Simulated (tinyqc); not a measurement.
Worked calculation: ion implantation: universal nuclear stopping, Lindhard-Scharff electronic stopping and a Gaussian range profile. Computed by tinyqc, a small Python program that keeps every step. Command: `OMP_NUM_THREADS=1 python tinyqc.py 3015021 3015022 out.jsonl implant walk`. One thread of a shared host (Intel(R) Xeon(R) Processor @ 2.30GHz), about 0.09 s of CPU time with the checks. Intermediate numbers are printed to about 5 digits and carried at full precision; extremes and crossings named in words are read from the listed rows.

An ion slows by elastic collisions with screened nuclei and by friction with electrons; channelling is ignored and the target is uniform.

Inputs (values chosen for the exercise, modelled on phosphorus ions in silicon):
```
quantity                                 value    unit
ion atomic number Z1                        15       -
ion mass M1                                 31       u
target atomic number Z2                     14       -
target mass M2                           28.09       u
target density N                         49.94  1/nm^3
ion energy E                               3.8     keV
scale factor of electronic stopping k        1       -
dose Q                                 2.6e+12  1/cm^2
background C_B                         4.4e+15  1/cm^3
displacement energy E_d                     15      eV
anneal budget D t                        2e-12    cm^2
```

Follow-up: anneal.

## Stopping at the entry energy

Reduced energy eps = 32.53 M2 E/(Z1 Z2 (M1 + M2)(Z1^0.23 + Z2^0.23)), E in keV; s_n = ln(1 + 1.1383 eps)/(2 (eps + 0.01321 eps^0.21226 + 0.19593 eps^0.5)) for eps up to 30 and ln(eps)/(2 eps) above; S_n = 8.462 Z1 Z2 M1 s_n/((M1 + M2)(Z1^0.23 + Z2^0.23)) in 1e-15 eV cm^2. S_e = k 3.83 Z1^(7/6) Z2/(Z1^(2/3) + Z2^(2/3))^(3/2) sqrt(E/M1) in 1e-15 eV cm^2, E in keV. dE/dx = N (S_n + S_e); 1e-15 eV cm^2 = 0.1 eV nm^2.

reduced energy eps = 0.075646

s_n = 0.30109

S_n = 75.881 x 1e-15 eV cm^2

S_e = 10.785 x 1e-15 eV cm^2

energy loss dE/dx = 432.81 eV/nm

Nuclear stopping carries 88 % of the loss at entry.

## Range and straggle

Path length R = int_0^E dE'/(N (S_n + S_e)); energy lost to nuclei nu = int_0^E S_n/(S_n + S_e) dE' (both with E' = E y^3 and 64 Gauss-Legendre points in y). Estimates of Lindhard type: R_p = R/(1 + M2/(3 M1)), straggle dR_p = (2/3) R_p sqrt(M1 M2)/(M1 + M2).

path length R = 13.968 nm

projected range R_p = 10.728 nm

straggle dR_p = 3.5717 nm

energy lost to nuclei nu = 3.4028 keV

90 % of the energy goes to nuclei over the whole path.

## Gaussian profile

C(x) = C_p exp(-(x - R_p)^2/(2 dR_p^2)) with C_p = Q/(sqrt(2 pi) dR_p), 1 nm = 1e-7 cm; the profile falls to the background at x_j = R_p + dR_p sqrt(2 ln(C_p/C_B)); the peak atomic fraction is C_p/N.

peak concentration C_p = 2.9041e+18 1/cm^3

Depth x_j where C falls to C_B = 23.598 nm

peak atomic fraction = 5.8152e-05

## Damage

Kinchin-Pease count with efficiency 0.8: N_d = 0.8 nu/(2 E_d), taking all of nu as damage energy (an upper estimate, as recoils also lose energy to electrons). Spread over a depth R_p + dR_p, displacements per atom = Q N_d/(N (R_p + dR_p)).

displacements per ion N_d = 90.742

displacements per atom = 0.0033037

One displacement per atom would need a dose of 7.9e14 per cm^2 if no defects annealed.

## Anneal

Far from the surface a Gaussian stays Gaussian: sigma^2 = dR_p^2 + 2 D t; peak Q/(sqrt(2 pi) sigma); x_j = R_p + sigma sqrt(2 ln(peak/C_B)).

width sigma = 20.316 nm

peak after the anneal = 5.1055e+17 1/cm^3

x_j after the anneal = 73.373 nm

x_j moves by 49.8 nm. Caution: the width is no longer small against R_p, so the surface reflects or loses dopant and the free Gaussian is only a guide.

## Nuclear against electronic stopping over energy

The formulas are those given above.

Stopping (1e-15 eV cm^2) and range:
```
E (keV)         eps     S_n     S_e  R (nm)     nu/E
1        1.9907e-02  52.971    5.53    6.47  0.91287
2        3.9814e-02  65.269    7.82    9.49  0.90590
5        9.9534e-02  79.818   12.37   16.65  0.88950
10       1.9907e-01  86.990   17.50   26.75  0.86898
20       3.9814e-01  88.428   24.74   45.02  0.83743
50       9.9534e-01  79.283   39.12   96.51  0.76821
100      1.9907e+00  65.344   55.33  180.26  0.68477
200      3.9814e+00  49.100   78.24  342.10  0.57026
500      9.9534e+00  29.882  123.71  771.48  0.39078
```

Nuclear stopping peaks near 20 keV among these rows (eps = 0.40; the universal curve peaks near 0.3). Electronic stopping overtakes it between 100 and 200 keV. The path length grows as E^0.55 at the low end and E^0.89 at the high end; constant stopping would give E^1, and stopping that rises with E, be it nuclear (below its peak) or electronic, gives a lower exponent.

Checks made by the program: range against adaptive quadrature (relative difference 6e-06).
